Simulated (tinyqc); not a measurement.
Van der Pauw, Hall and four-point-probe measurements on a doped layer: one step of the calculation.

A uniform p-type layer with sheet resistance Rs = 1/(q ns mu), point contacts, low field (mu B small).

Task. Resistances and Hall voltage. Rs = 1/(q ns mu). For a rectangle with contacts at the corners, RA = (8 Rs/pi) sum_(k>=0) ln coth((2k + 1) pi a/(2 b)) with current along a short side b and voltage along the opposite one, RB the same with a and b exchanged; Hall voltage VH = rH B I/(q ns), negative for electrons.

Inputs (values chosen for the exercise):
- ns = 1.3e15 cm^-2 (sheet density of the layer)
- mu = 47 cm^2/(V s) (drift mobility)
- rH = 1.1 (Hall factor)
- B = 0.3 T (magnetic field)
- I = 50 uA (current)
- ar = 1.29 (side ratio a/b of a rectangular sample with corner contacts)

Constants: q = 1.602176634e-19 C. Results are converted to the units shown.

Wanted: Rs; RA; RB; VH.

Result.

Rs = 102.2 ohm/square
RA = 9.044 ohm
RB = 46.03 ohm
VH = 0.007922 mV

RB/RA = 5.09; for a square both equal Rs ln 2/pi = 22.5 ohm.

tinyqc, about 0.01 s, one thread, Intel Xeon 2.30GHz (shared host): `OMP_NUM_THREADS=1 python tinyqc.py 2850137 2850138 out.jsonl`
